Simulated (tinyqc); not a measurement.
Inside a calculation. Model: hydrogen passivation of interface dangling bonds: competing passivation and dissociation with distributed barriers. Computed by tinyqc, a small Python program that keeps every step. Command: `OMP_NUM_THREADS=1 python tinyqc.py 3027926 3027927 out.jsonl passiv walk`. One thread of a shared host (Intel(R) Xeon(R) Processor @ 2.30GHz), about 0.01 s of CPU time with the checks. Intermediate numbers are printed to about 5 digits and carried at full precision; extremes and crossings named in words are read from the listed rows.

P_b + H2 gives P_bH + H at the rate k_f [H2]; P_bH gives P_b + H at the rate k_d. All defects start unpassivated. E_f and E_d are Gaussian and independent.

Inputs (values chosen for the exercise, close to those used for P_b centres at the silicon-oxide interface):
```
quantity                                      value          unit
defect density N0                           2.4e+12        1/cm^2
passivation prefactor k_f0                  2.1e-07        cm^3/s
mean passivation barrier E_f                   1.48            eV
spread sigma_f                                  0.1            eV
dissociation prefactor k_d0                 1.7e+13           1/s
mean dissociation barrier E_d                  2.66            eV
spread sigma_d                                0.086            eV
H2 in the oxide per atm, solubility factor  7.3e+17  1/(cm^3 atm)
hydrogen pressure p                             0.1           atm
anneal temperature T                            450             C
anneal time t                                  4100             s
oxide thickness                                   7            nm
```

Constants: k_B = 8.617333262e-05 eV/K; e = 1.602176634e-19 C; eps_0 = 8.8541878128e-12 F/m.

## Single barriers

[H2] = solubility factor x p; a = k_f0 [H2] exp(-E_f/(k_B T)), d = k_d0 exp(-E_d/(k_B T)). For one pair of barriers the active share is y = [d + a exp(-(a + d) t)]/(a + d). Temperatures in kelvin are T(C) + 273.15.

passivation rate a = 0.74323 1/s

dissociation rate d = 4.9246e-06 1/s

a t = 3047.2

steady active share d/(a + d) = 6.6259e-06

active share, single barriers = 6.6259e-06

Passivation has run its course, and the balance with dissociation sets the remainder. Caution: single-barrier shares below about 1e-3 are formal; measured passivation levels off well above them.

## Distributed barriers

Average y over both Gaussians with 40 x 40 Gauss-Hermite points. Active density N0 y; threshold shift if each active defect holds one charge, e N0 y t_ox/(3.9 eps_0).

active share y = 6.3474e-05

active density = 1.5234e+08 1/cm^2

threshold shift = 0.049477 mV

The spread changes the remainder by a factor 9.58: sigma_f/(k_B T) = 1.60 and sigma_d/(k_B T) = 1.38. Caution: densities below a few 1e9 per cm^2 are formal: other defects set the floor in real interfaces.

## Best anneal temperature for this time and pressure

Minimise the averaged y over T between 150 and 900 C: find where ln y is equal at T - 0.05 and T + 0.05 C; T is rounded to 0.1 C.

best temperature = 435.2 C

least active share = 5.4421e-05

Caution: a least active share below 1e-3 is a property of the model; measured passivation levels off well above it. Caution: atomic hydrogen, which both passivates and depassivates, and further passivation during cooling are left out.

## Isochronal anneals

The formulas are those given above.

Active share after the time t:
```
T (C)     a (1/s)     d (1/s)  single barriers  distributed
200    2.6379e-06  7.8948e-16       9.8924e-01   9.2178e-01
250    8.4708e-05  4.0297e-13       7.0659e-01   5.8318e-01
300    1.4850e-03  6.9302e-11       2.2690e-03   1.5758e-01
350    1.6441e-02  5.2176e-09       3.1736e-07   1.3181e-02
400    1.2735e-01  2.0673e-07       1.6234e-06   3.1338e-04
450    7.4323e-01  4.9246e-06       6.6259e-06   6.3474e-05
500    3.4527e+00  7.7847e-05       2.2546e-05   1.5888e-04
600    4.3960e+01  7.5346e-03       1.7137e-04   7.8499e-04
700    3.3180e+02  2.8495e-01       8.5805e-04   2.8734e-03
800    1.7183e+03  5.4756e+00       3.1765e-03   8.3512e-03
```

The distributed share is least at 450 C among these rows, 6.3e-5, and the search puts the optimum at 435.2 C. On the cold side defects with high E_f survive; on the hot side dissociation, with the larger barrier, gains on passivation with an energy E_d - E_f = 1.18 eV. In that row single barriers give 6.6e-6, so the spread raises the floor. Caution: shares below about 1e-3 in these rows are formal; measured passivation levels off well above them.

Checks made by the program: Gauss-Hermite average against a fine uniform grid (relative difference 2e-06).
